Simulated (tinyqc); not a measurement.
Biaxially strained (001) channel, valley splitting in an inversion layer: one step of the calculation.

A thin layer grown on a relaxed buffer is stretched in the plane. The two valleys with their long axis along the growth direction (D2) sink against the four in-plane ones (D4); confinement in a triangular well splits them too. Only the lowest subband of each set is kept; one relaxation time, so the weakening of intervalley scattering is left out.

Question. Fermi level by Newton steps. f = N2 ln(1 + exp((EF - E2)/Vt)) + N4 ln(1 + exp((EF - E4)/Vt)) - Ns, f' = [N2/(1 + exp((E2 - EF)/Vt)) + N4/(1 + exp((E4 - EF)/Vt))]/Vt, EF(new) = EF - f/f'.

Parameters, values chosen for the exercise:
```
symbol   value   unit            meaning
T          273      K        temperature
Ns      1.8e12  cm^-2  inversion density
```

Constants: q = 1.602176634e-19 C, kB = 1.380649e-23 J/K, Vt = kB T/q. Results are converted to the units shown.

EF at the start = 0.158 eV
E2 = 0.15841470 eV
E4 = 0.43291143 eV
N2 = 3.6753976e12 cm^-2
N4 = 1.6179967e13 cm^-2

Give: f; f'; EF after iteration 1.

Answer.

f = 7.1548e11 cm^-2
f' = 7.7433e13 cm^-2/eV
EF after iteration 1 = 0.14876 eV

Program tinyqc, `OMP_NUM_THREADS=1 python tinyqc.py 2530172 2530173 out.jsonl`; Intel Xeon 2.30GHz, shared host, one thread, about 0.02 s.
